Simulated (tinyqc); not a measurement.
What each parameter does: delta-doped layer in the Thomas-Fermi potential.

All donors ionised in the plane z = 0, zero temperature, energies from the Fermi level EF of the Thomas-Fermi model, which lies at the bulk band edge; c = hbar^2/2m0, q = e^2/(4 pi eps0). gv = 4 equivalent valleys, m_d = sqrt(m3^3/mz) in the plane. With n = (gv/3 pi^2)(m3 (-V)/c)^(3/2) and V'' = -(4 pi q/eps) n for z > 0, the solution is V = -b/(|z| + z0)^4 with sqrt(b) = 20/K, K = (4 pi q/eps)(gv/3 pi^2)(m3/c)^(3/2), and z0^5 = 4b/(e F0), e F0 = 2 pi q N/eps; 1e13/cm^2 = 1e-3/angstrom^2. Exchange and correlation are left out.

Subbands solve -(c/m_z) psi'' + V psi = E psi on 1280 points of spacing z0/80; up to ten levels for each group, kept if bound with an rms width below 2.5 z0.

Constants: hbar^2/2m0 = 3.80998211 eV angstrom^2; e^2/(4 pi eps0) = 14.39964547 eV angstrom.

Values chosen for the exercise (near those of a delta-doped layer in Ge; shifted at random, so the results belong to these values and not to a real crystal): m3 = 0.227 m0 (density-of-states mass of a valley); mz = 0.122 m0 (mass along z); eps = 15.6 (dielectric constant); N = 2.2 x 1e13/cm^2 (donor sheet density).

z0, depth, lowest level and its rms width.

One parameter was then changed.

Results before and after:

| case | z0 (angstrom) | depth (eV) | lowest (eV) | rms z (angstrom) |
|---|---|---|---|---|
| base | 47.49 | 0.1515 | -0.0460 | 22.59 |
| changed | 43.23 | 0.2206 | -0.0721 | 18.47 |

Which of these changes was made? (a) mz = 0.104 m0; (b) eps = 14; (c) N = 3.52 x 1e13/cm^2; (d) m3 = 0.261 m0.

Answer: (c) N = 3.52 x 1e13/cm^2. Of the candidates, run in turn, only this one gives the changed row.

All candidates:

| case | z0 (angstrom) | depth (eV) | lowest (eV) | rms z (angstrom) |
|---|---|---|---|---|
| base | 47.49 | 0.1515 | -0.0460 | 22.59 |
| N = 3.52 x 1e13/cm^2 | 43.23 | 0.2206 | -0.0721 | 18.47 |
| eps = 14 | 44.50 | 0.1582 | -0.0464 | 22.27 |
| m3 = 0.261 m0 | 43.67 | 0.1393 | -0.0381 | 24.11 |
| mz = 0.104 m0 | 47.49 | 0.1515 | -0.0431 | 24.82 |

Run: tinyqc, `OMP_NUM_THREADS=1 python tinyqc.py 1251784 1251785 out.jsonl`; Intel(R) Xeon(R) Processor @ 2.30GHz, one thread, shared host; about 0.05 s of CPU time with all checks.
